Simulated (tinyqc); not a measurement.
Reverse leakage of an n+-p junction: diffusion, generation, trap-assisted and band-to-band tunnelling: leakage components against the trap level above the intrinsic level.

One-sided abrupt junction in the depletion approximation, x from the junction (0) to W on the p side, field F = F0 (1 - x/W). Flat quasi-Fermi levels, long p side. Traps generate through SRH with both lifetimes shortened by 1 + Gamma (Hurkx enhancement, form for moderate fields); band-to-band generation is local and needs a total bending above Eg.

ni = sqrt(Nc Nv) exp(-Eg/(2 Vt)), Eg in volts; Vbi = Vt ln(Na Nd/ni^2); W = sqrt(2 eps0 eps_r (Vbi + VR)/(q Na)); F0 = 2 (Vbi + VR)/W; FG = sqrt(24 mt m0 (kB T)^3)/(q hbar); J_diff = q ni^2 sqrt(Dn/tau)(1 - exp(-VR/Vt))/Na. u = (Vbi + VR)(1 - x/W)^2, p = Na exp(-u/Vt), n = Nd exp((u - Vbi - VR)/Vt); G0 = ni^2 (1 - exp(-VR/Vt))/(tau (n + p + 2 ni cosh(Et/Vt))); Gamma = 2 sqrt(3 pi)(F/FG) exp((F/FG)^2); trap-assisted part G0 Gamma; G_bb = Ab F^2.5 exp(-Bb/F) with F in V/cm, zero unless Vbi + VR > Eg, and counted as zero under 1 cm^-3 s^-1. Currents are q times the integrals over 0 to W; J_bb under 1e-8 of J is printed as 0; rows with F0/FG above 2.2, beyond the range of this Gamma, are left out.

Parameters, values chosen for the exercise; band and dielectric values close to those of gallium arsenide:
- T = 250 K (temperature)
- Eg = 1.43 eV (band gap)
- eps_r = 12.9 (relative permittivity)
- Nc = 3.36e17 cm^-3 (conduction-band density of states at T)
- Nv = 6.77e18 cm^-3 (valence-band density of states at T)
- Na = 1.3e16 cm^-3 (acceptor density of the lighter side)
- Nd = 1e20 cm^-3 (donor density of the heavier side)
- tau = 5e-8 s (SRH lifetime of both carriers at zero field)
- mt = 0.08 m0 (tunnelling mass)
- Dn = 14 cm^2/s (electron diffusion coefficient on the lighter side)
- Ab = 2.3e16 cm^-0.5 V^-2.5 s^-1 (band-to-band prefactor)
- Bb = 1.64e7 V/cm (band-to-band field constant)
- VR = 2.2 V (reverse bias)

Constants: q = 1.602176634e-19 C, kB = 1.380649e-23 J/K, hbar = 1.054571817e-34 J s, m0 = 9.1093837015e-31 kg, Vt = kB T/q, eps0 = 8.8541878128e-14 F/cm where lengths are in cm. Results are converted to the units shown.

The same in every row: F0 (kV/cm) = 115; F0/FG = 0.724; J_diff (A/cm^2) = 6.98e-24; J_bb (A/cm^2) = 0.

Leakage components against the trap level above the intrinsic level:

| Et (eV) | J_SRH (A/cm^2) | J_TAT (A/cm^2) | J (A/cm^2) | largest part |
|---|---|---|---|---|
| -0.3 | 6.67e-19 | 2.33e-18 | 3.00e-18 | trap-assisted tunnelling |
| -0.2 | 6.28e-17 | 2.25e-16 | 2.87e-16 | trap-assisted tunnelling |
| -0.1 | 5.90e-15 | 2.15e-14 | 2.74e-14 | trap-assisted tunnelling |
| 0 | 2.81e-13 | 1.03e-12 | 1.32e-12 | trap-assisted tunnelling |
| 0.1 | 5.90e-15 | 2.15e-14 | 2.74e-14 | trap-assisted tunnelling |
| 0.2 | 6.28e-17 | 2.25e-16 | 2.87e-16 | trap-assisted tunnelling |
| 0.3 | 6.67e-19 | 2.33e-18 | 3.00e-18 | trap-assisted tunnelling |

What does the comparison show?

J goes from 3.00e-18 through a maximum of 1.32e-12 (at Et = 0 among the rows listed) to 3.00e-18 A/cm^2. Trap-assisted tunnelling leads at Et = -0.3 and in all other rows.

Range of the model: The n+ side is degenerate, so Vbi from Boltzmann statistics is only a guide.

Program tinyqc, `OMP_NUM_THREADS=1 python tinyqc.py 2290161 2290162 out.jsonl`; Intel Xeon 2.30GHz, shared host, one thread, about 0.01 s.
